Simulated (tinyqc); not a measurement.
From results back to parameters: Gamma, L and X subbands of a thin body with non-parabolic valleys.

Problem. Hard walls; each subband edge rises by e with e (1 + a e) = c (pi/t)^2/m_z, c = hbar^2/2m0. The thickness at which the Gamma and L edges cross was computed from a hidden bulk separation EL.

Constants: hbar^2/2m0 = 3.80998211 eV angstrom^2.

Parameters, chosen for this exercise (near those of a thin GaSb channel; not measured data):
- mG = 0.0396 m0 (Gamma mass)
- aG = 1.13 1/eV (Gamma non-parabolicity)
- mzL = 0.1499 m0 (confinement mass of the lowest L group)
- aS = 0.32 1/eV (non-parabolicity of L and X)

crossing thickness = 112.331 angstrom

Find: rise of Gamma; rise of L; EL.

Solution. At the crossing the rise of Gamma equals EL plus the rise of L.

rise of Gamma = 0.070 eV
rise of L = 0.020 eV
EL = 0.050 eV

Program tinyqc; command `OMP_NUM_THREADS=1 python tinyqc.py 1251590 1251591 out.jsonl`; about 0.03 s on one thread of a shared Intel(R) Xeon(R) Processor @ 2.30GHz.
